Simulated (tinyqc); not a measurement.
Off-state leakage of single and stacked transistors: two steps of the calculation.

n-channel devices of unit width. Subthreshold current I(Vg, Vs, Vd) = I0 (T/300 K)^0.5 exp[(Vg - Vs - VT(T) - gb (Vs - Vb) + dd (Vd - Vs))/(nf Vt)] (1 - exp(-(Vd - Vs)/Vt)), VT(T) = VT - cT (T - 300 K). Gate-edge tunnelling Ig (Vd/1 V) exp(ag (Vd - 1 V)), for a gate at 0 V, and band-to-band leakage Ab u exp(-Bb/u), u = Vd - Vb + 1 V, flow at a drain held at V; both are taken as independent of T. In a stack of off transistors (all gates at 0 V) the same subthreshold current passes through each.

Parameters, values chosen for the exercise; values of the order met in bulk silicon logic transistors:
```
symbol,value,unit,meaning
T,300,K,temperature
V,0.7,V,supply voltage
VT,0.26,V,"threshold at 300 K, zero drain and body bias"
cT,0.9,mV/K,fall of the threshold with temperature
I0,0.28,uA/um,current at threshold at 300 K
nf,1.37,,slope factor
dd,0.18,,drain-induced lowering per volt
gb,0.18,,rise of the threshold per volt of source-body bias
Ig,3e-5,uA/um,gate-edge tunnelling current at 1 V
ag,3.4,1/V,exponential slope of the gate current
Ab,300,uA/(um V),prefactor of band-to-band leakage at the drain
Bb,22,V,its exponential voltage
Vb,-0.3,V,body voltage
```

Constants: q = 1.602176634e-19 C, kB = 1.380649e-23 J/K, Vt = kB T/q. Results are converted to the units shown.

Question 1. Leakage of one transistor. Vg = Vs = 0, Vd = V; effective threshold VT(T) - gb Vb - dd V.

Give: effective threshold; parts; total; shares.

Answer 1.

effective threshold = 0.18800 V
parts (nA/um): subthreshold 1.3863, gate edge 0.0075725, band-to-band 10.021
total = 11.415 nA/um
shares (%): subthreshold 12.145, gate edge 0.066339, band-to-band 87.789

The band-to-band part is the largest.

Question 2. New Vx. Stack of two, Vx the node between them: I_low = I(0, 0, Vx), I_up = I(0, Vx, V), f = ln(I_up/I_low), f' = -(1 + gb + 2 dd)/(nf Vt) - 1/(Vt (exp(Vx/Vt) - 1)) - 1/(Vt (exp((V - Vx)/Vt) - 1)), Vx(new) = Vx - f/f'.

Vx at the start = 0.082 V

Find: I_low; I_up; f; f'; Vx after iteration 1.

Answer 2.

I_low = 0.05744 nA/um
I_up = 0.05948 nA/um
f = 0.03492
f' = -45.17 1/V
Vx after iteration 1 = 0.08277 V

tinyqc, about 0.03 s, one thread, Intel Xeon 2.30GHz (shared host): `OMP_NUM_THREADS=1 python tinyqc.py 2242093 2242094 out.jsonl`
